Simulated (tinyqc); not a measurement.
Inside a calculation: Franz-Keldysh effect at a direct gap. Values are carried at full precision from step to step, so a last printed digit may differ when a step is redone from the rounded ones.

Parabolic bands, vertical transitions, no excitons. For each hole band j: mr = me mj/(me + mj); joint density of states J_j(E) = (mr/c)^(3/2) sqrt(E - Eg)/(2 pi^2), both spins, c = hbar^2/2m0; averaged matrix element |e.p|^2 = m0 Ep/6; alpha_j(E) = 4 pi^2 alpha_f c Ep J_j/(3 nr E) in 1/angstrom (alpha_f the fine-structure constant, listed as alpha among the constants), times 1e8 for 1/cm.

In a field Fd (1 kV/cm = 1e-5 V/angstrom) the electro-optic energy of band j is th = (c (e Fd)^2/mr)^(1/3), and sqrt(E - Eg) in J_j is replaced by pi sqrt(th) [Ai'(b)^2 - b Ai(b)^2] with b = (Eg - E)/th; Ai is the Airy function.

Constants: hbar^2/2m0 = 3.80998211 eV angstrom^2; fine-structure constant alpha = 0.007297352564.

Parameters, chosen for this exercise (near those of GaAs; not measured data): Eg = 1.453 eV (direct gap); me = 0.065 m0 (electron mass); mhh = 0.501 m0 (heavy-hole mass); mlh = 0.0825 m0 (light-hole mass); Ep = 25.1 eV (Kane energy); nr = 3.62 (refractive index); Fd = 120 kV/cm (uniform field); E = 1.501 eV (photon energy); L = 42 micrometre (length of a waveguide).

## Electro-optic energy and length

For each hole band give mr, th and the length th/(e Fd).

Scales:
```
hole   mr (m0)  th (meV)  length (angstrom)
heavy  0.05754    45.686               38.1
light  0.03636    53.240               44.4
```

The light-hole pair has th larger by a factor 1.165, the cube root of the ratio of reduced masses.

## Airy factors at E

Ai is the Airy function, th the electro-optic energy of each hole band from the table (its other columns are not needed here), b = (Eg - E)/th with th in eV; the factor takes the place of sqrt(E - Eg) in the joint density of states.

Form b, Ai(b), Ai'(b) and the factor pi sqrt(th) [Ai'^2 - b Ai^2] for each band, beside sqrt(E - Eg) (zero below the gap).

Factors:
```
hole         b   Ai(b)    Ai'(b)  factor (eV^(1/2))  without field
heavy  -1.0506  0.5354   0.01765             0.2024         0.2191
light  -0.9016  0.5321  -0.06015             0.1876         0.2191
```

## Absorption with and without the field

Put the factors in place of sqrt(E - Eg) in alpha_j and add the bands; a waveguide of length L changes its transmission by 4.343 (alpha(F) - alpha(0)) L dB.

alpha_j in the field (1/cm): heavy 3.22e+03, light 1.50e+03

alpha(F) = 4.71e+03 1/cm
alpha(0) = 5230 1/cm
change of loss = -9.41 dB

Without the field the loss over L is 95 dB, so this energy is of no use for a modulator. Above the gap the field lowers the absorption at this energy; the sign alternates with energy (Franz-Keldysh oscillations). Excitons, which add a sharp peak at low field, are left out.

## Checks

- Airy factor at b = -40 against the zero-field limit sqrt(-b): 6.33 against 6.32.

Computed by tinyqc, a small Python program: `OMP_NUM_THREADS=1 python tinyqc.py 1652049 1652050 out.jsonl` (the numbers bound the seed that draws the inputs); one thread of a shared host (Intel(R) Xeon(R) Processor @ 2.30GHz), about 0.01 s for the whole set of steps.
